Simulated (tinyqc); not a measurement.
Area and perimeter leakage from two diodes.

Question. A square diode and a finger diode leak I = JA area + JP perimeter. Find JA, JP and the side of the square at which both parts are equal.

areas (um^2): 40000  154000
perimeters (um): 800  32340
leakage currents (pA): 0.672  6.6836000

Answer. Two linear equations give JA and JP; for a square of side a, JA a^2 = 4 JP a at a = 4 JP/JA.

JA = 1.40e-9 A/cm^2
JP = 1.40e-12 A/cm
side for equal parts = 40.0 um

Computed by the program tinyqc: `OMP_NUM_THREADS=1 python tinyqc.py 2290064 2290065 out.jsonl`, one thread of a shared Intel Xeon 2.30GHz, about 0.01 s for the whole run.
